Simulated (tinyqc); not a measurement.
# Hot electrons in a saturated n-channel MOSFET, lucky-electron model: what changes with what

Beyond pinch-off the lateral field grows as Esat cosh(y/l) over the velocity-saturated region (pseudo-two-dimensional model). Impact ionisation in this region gives the substrate current, which biases the body forward through Rsub. Currents are per width. Local-field laws: they overstate ionisation when the field peak is narrower than an energy relaxation length.

Values chosen for this exercise; values close to those of silicon n-channel devices:
- L = 0.25 um (channel length)
- tox = 5.6 nm (oxide thickness)
- xj = 95 nm (junction depth)
- VT = 0.79 V (threshold)
- mu = 300 cm^2/(V s) (effective mobility)
- vs = 7.4e6 cm/s (saturation velocity)
- Ai = 2e6 1/cm (ionisation prefactor)
- Bi = 1.87 MV/cm (ionisation field)
- Rd = 200 ohm um (resistance of the lightly doped drain)
- Rsub = 16000 ohm um (substrate resistance)
- kb = 0.34 (fall of VT per volt of forward body bias)
- m = 3 (lifetime exponent)
- Hl = 6900 s uA/um (lifetime constant)
- Vd = 2.1 V (drain voltage)
- Vg = 1.2 V (gate voltage)

Constants: eps0 = 8.8541878128e-14 F/cm where lengths are in cm. Results are converted to the units shown.

Each table varies one quantity; the others keep the values above.

## Effect of the drain voltage

Cox = 3.9 eps0/tox, l = sqrt(3 tox xj), Esat = 2 vs/mu. Overdrive g = Vg - VT + kb Vb; Vdsat = g Esat L/(g + Esat L); Id = Cox vs (g - Vdsat); dV = Vd - Id Rd - Vdsat; Em = sqrt((dV/l)^2 + Esat^2); Isub = Id (Ai/Bi) l Em exp(-Bi/Em). Vb = Rsub Isub is solved self-consistently. Lifetime tau = (Hl/Id)(Isub/Id)^(-m); 1 year = 3.15576e7 s.

Result of one run:
```
Vd (V)	Id (uA/um)	Em (MV/cm)	Isub (uA/um)	Isub/Id	tau (years)
1.3	46.71	0.2509	0.02904	6.218e-4	1.947e4
```

What becomes of these results when the drain voltage Vd is changed from 1.3 to 1.61 V, all else the same?

Result of the changed run:
```
Vd (V)	Id (uA/um)	Em (MV/cm)	Isub (uA/um)	Isub/Id	tau (years)
1.61	46.91	0.3272	0.2162	0.004608	47.63
```

The whole series:
```
Vd (V)	Id (uA/um)	Em (MV/cm)	Isub (uA/um)	Isub/Id	tau (years)
1.3	46.71	0.2509	0.02904	6.218e-4	1.947e4
1.46	46.78	0.2902	0.09234	0.001974	607.5
1.61	46.91	0.3272	0.2162	0.004608	47.63
1.77	47.17	0.3667	0.4504	0.009550	5.322
1.93	47.57	0.4061	0.8255	0.01735	0.8796
2.09	48.18	0.4454	1.377	0.02858	0.1943
2.24	48.96	0.4822	2.086	0.04262	0.05770
2.4	50.06	0.5212	3.084	0.06160	0.01868
```

As Vd goes from 1.3 to 2.4 V, Em rises from 0.251 to 0.521 MV/cm, Isub rises from 0.0290 to 3.08 uA/um and tau falls from 19500 to 0.0187 years. The slope of ln(tau) against 1/Vd is 41.1 V between the first two rows and 37.9 V between the last two; ten years are last met at Vd = 1.61 V among the rows. At Vd = 1.3 V tau is a far extrapolation that only says that hot carriers are no limit.

## Effect of the resistance of the lightly doped drain

Same model as above.

Effect of the resistance of the lightly doped drain:
```
Rd (ohm um)	Id (uA/um)	Em (MV/cm)	Isub (uA/um)	Isub/Id	tau (years)
0	48.27	0.4502	1.459	0.03022	0.1641
150	48.23	0.4485	1.428	0.02961	0.1746
300	48.20	0.4467	1.398	0.02901	0.1858
500	48.16	0.4443	1.359	0.02822	0.2020
800	48.10	0.4408	1.302	0.02707	0.2293
1200	48.02	0.4361	1.228	0.02558	0.2721
1600	47.94	0.4314	1.158	0.02415	0.3238
```

What does the comparison show?

As Rd goes from 0 to 1600 ohm um, Em falls from 0.450 to 0.431 MV/cm, Isub falls from 1.46 to 1.16 uA/um and tau rises from 0.164 to 0.324 years. From the first row to the last, log10(tau) changes by 0.30: 0.29 from (Isub/Id)^(-m), which holds Em and l, and under 0.005 from 1/Id. The price is 0.0767 V dropped over Rd in the last row.

## Effect of the gate voltage

Same model as above.

Effect of the gate voltage:
```
Vg (V)	Id (uA/um)	Em (MV/cm)	Isub (uA/um)	Isub/Id	tau (years)
0.94	7.608	0.4939	0.3641	0.04786	0.2622
1.08	26.01	0.4673	0.9500	0.03653	0.1725
1.23	54.53	0.4434	1.522	0.02791	0.1844
1.38	89.75	0.4229	1.949	0.02172	0.2378
1.52	127.2	0.4063	2.215	0.01741	0.3256
1.67	171.1	0.3906	2.379	0.01390	0.4756
1.81	214.9	0.3774	2.443	0.01137	0.6929
1.96	264.4	0.3646	2.440	0.009229	1.052
2.1	312.4	0.3537	2.388	0.007643	1.568
```

As Vg goes from 0.94 to 2.1 V, Em falls from 0.494 to 0.354 MV/cm, Isub goes from 0.364 through a maximum of 2.44 (at Vg = 1.81 V among the rows listed) to 2.39 uA/um and tau goes from 0.262 through a minimum of 0.172 (at Vg = 1.08 V among the rows listed) to 1.57 years. Id grows with Vg while the rising Vdsat lowers the field, hence the bell shape; the peak row has Vg/Vd = 0.86.

Program tinyqc, `OMP_NUM_THREADS=1 python tinyqc.py 2550165 2550166 out.jsonl`; Intel Xeon 2.30GHz, shared host, one thread, about 0.01 s.
